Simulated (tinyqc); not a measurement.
# From one set of inputs to another, one input at a time

Model: permeation of metal atoms or ions through a thin barrier or dielectric: time lag, field-aided drift and lifetime. Computed by tinyqc, a small Python program. Command: `OMP_NUM_THREADS=1 python tinyqc.py 3025578 3025579 out.jsonl barrier ladder`. One thread of a shared host (Intel(R) Xeon(R) Processor @ 2.30GHz), about 0.04 s of CPU time with the checks.

The film 0 < x < d is empty at first; C = C0 at x = 0 and C = 0 at x = d. dC/dt = D d2C/dx2 - v dC/dx with drift v = D z e V/(k_B T d) (uniform field, no space charge).

The inputs printed are set A. Inputs not listed in the table keep their values of set A, so the rows need not describe a real material.

Inputs (values chosen for the exercise, for a model case: singly charged ions through a dielectric):

| quantity | value | unit |
|---|---|---|
| thickness d | 41 | nm |
| prefactor D0 | 2.9e-06 | cm^2/s |
| activation energy E | 1.11 | eV |
| concentration at the source side C0 | 4.3e+13 | 1/cm^3 |
| charge number z | 1 | - |
| voltage V (positive drives ions across) | 0.062 | V |
| critical dose Q_c | 2e+09 | 1/cm^2 |
| test temperature T | 225 | C |
| use temperature T_u | 100 | C |

Constants: k_B = 8.617333262e-05 eV/K.

Method:
- D = D0 exp(-E/(k_B T)); time scale d^2/D; Peclet number P = z V/(k_B T), k_B T in eV; 1 nm = 1e-7 cm.
- Temperatures in kelvin are T(C) + 273.15.
- Steady flux J = (D C0/d) P/(1 - exp(-P)); time lag in units of d^2/D: s_L = [P (1 + exp(-P))/(1 - exp(-P)) - 2]/P^2 (P = 0: J = D C0/d, s_L = 1/6).
- Dose through the film Q(s) = C0 d {f (s - s_L) - 2 exp(P/2) sum_(n=1..200) (-1)^n n^2 pi^2 exp(-l_n s)/l_n^2}, l_n = n^2 pi^2 + P^2/4, f = P/(1 - exp(-P)) the relative flux.
- Solve Q = Q_c for s. At the use temperature D and P take T_u, with the same C0 and V; 1 year = 3.15576e7 s.

Each row keeps all changes above it:

| input moved | from | to | failure time at T_u (years) | steady flux J (1/(cm^2 s)) | time lag (s) |
|---|---|---|---|---|---|
| set A | - | - | 9.3440e+02 | 3.3864e+02 | 1.5858e+05 |
| concentration at the source side C0 (1/cm^3) | 4.3e+13 | 7.1e+18 | 6.5494e+00 | 5.5915e+07 | 1.5858e+05 |
| thickness d (nm) | 41 | 8.6 | 3.5462e-01 | 2.6657e+08 | 6.9771e+03 |
| critical dose Q_c (1/cm^2) | 2000000000 | 5e+10 | 6.3764e-01 | 2.6657e+08 | 6.9771e+03 |
| test temperature T (C) | 225 | 100 | 6.3764e-01 | 5.5060e+04 | 3.9327e+07 |
| prefactor D0 (cm^2/s) and activation energy E (eV) | 2.9e-06, 1.11 | 2.6, 1.31 | 3.5744e-04 | 9.8221e+07 | 2.2046e+04 |
| voltage V (positive drives ions across) (V) | 0.062 | 0 | 4.4901e-04 | 4.3533e+07 | 2.3377e+04 |

Where does the difference come from?

Failure time at T_u goes from 934 to 4.49e-4, a factor 4.81e-7 in all. The largest single move comes from prefactor D0 with activation energy E (a factor 5.61e-4). Steady flux J goes from 339 to 4.35e7, a factor 129000 in all. The largest single move comes from concentration at the source side C0 (a factor 165000), and test temperature T works against it (a factor 2.07e-4). Time lag goes from 159000 to 23400, a factor 0.147 in all. The largest single move comes from test temperature T (a factor 5640), but it runs against the net change; the largest move in the direction of the net change is prefactor D0 with activation energy E (a factor 5.61e-4). The single moves hold for this order of the switches; the total does not depend on the order.

Caution (all rows): grain boundaries, pinholes, trapping and space charge are left out; thin real barriers usually fail at defects. Caution (rows concentration at the source side C0, thickness d, critical dose Q_c, test temperature T, prefactor D0, voltage V (positive drives ions across)): the space-charge potential z e C0 d^2/(2 eps) (for eps_r near 4) exceeds 10 mV, so the field is not uniform.

Extremes, crossings and ranges named in words are read from the listed rows.
